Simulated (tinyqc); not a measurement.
What each change does: short-period [001] superlattice in sp3s* tight binding.

Planes alternate anion, cation along [001], a/4 apart; at zero in-plane momentum s, pz, s* form one block. All levels of A are shifted so that its Ev (lower root of [[Epa, Vxx], [Vxx, Epc]]) is 0, and those of B so that its Ev is -dEv. A monolayer is an anion plane and the cation plane above it; an anion between unlike cations takes the mean of the two anion levels; each bond takes the couplings of its cation. Block from an anion to the cation above: U with Vss/2 (s,s), Vsapc/2 (s,z), -Vscpa/2 (z,s), Vxx/2 (z,z), Vxapc/2 (s*,z), -Vpaxc/2 (z,s*); to the cation below: the same with the s-z and s*-z signs reversed. The cell of n + m monolayers is closed with the phase exp(2 pi i q). No spin-orbit coupling. In this block 2 (n + m) levels are filled.

For the two lowest empty levels at q = 0: energy, share of the cation weight on A, and Gamma character, the share of the cation amplitudes with Fourier index |j|/(n + m) < 1/4 along the stack (near 1: Gamma-like, near 0: folded from X).

Inputs chosen for the exercise (A near a published set for GaAs, B for AlAs; shifted at random, so the results belong to these values and not to a real crystal):
```
symbol  value                                                                                           unit  meaning
pA      (-8.32, 1.044, -2.66, 3.668, 8.601, 6.749, -6.438, 1.958, 5.078, 4.487, 5.8, 4.845, 4.808)      eV    order Esa, Epa, Esc, Epc, Exa, Exc, Vss, Vxx, Vxy, Vsapc, Vscpa, Vxapc, Vpaxc
pB      (-7.513, 0.983, -1.166, 3.581, 7.475, 6.735, -6.647, 1.879, 4.302, 5.109, 5.482, 4.528, 5.007)  eV    the same for B
dEv     0.45                                                                                            eV    valence offset: Ev(B) lies this far below Ev(A)
n2      8                                                                                                     monolayers of A
m2      8                                                                                                     monolayers of B
```

A cell with n = n2 and m = m2.

One parameter was then changed.

Results before and after:
```
case     E1 (eV)  A share 1  Gamma 1  E2 (eV)  A share 2  Gamma 2
base      1.7512       0.93     0.99   1.8309       0.01     0.01
changed   1.7033       0.95     0.99   1.8306       0.01     0.00
```

Which of these changes was made? (a) dEv = 0.55 eV; (b) n2 = 10; (c) m2 = 10.
Answer: (b) n2 = 10. Of the candidates, run in turn, only this one gives the changed row.

All candidates:
```
case           E1 (eV)  A share 1  Gamma 1  E2 (eV)  A share 2  Gamma 2
base            1.7512       0.93     0.99   1.8309       0.01     0.01
n2 = 10         1.7033       0.95     0.99   1.8306       0.01     0.00
m2 = 10         1.7534       0.94     0.99   1.8271       0.01     0.00
dEv = 0.55 eV   1.7295       0.14     0.14   1.7438       0.83     0.90
```

tinyqc: `OMP_NUM_THREADS=1 python tinyqc.py 1450448 1450449 out.jsonl`; about 0.4 s, one thread, shared Intel(R) Xeon(R) Processor @ 2.30GHz.
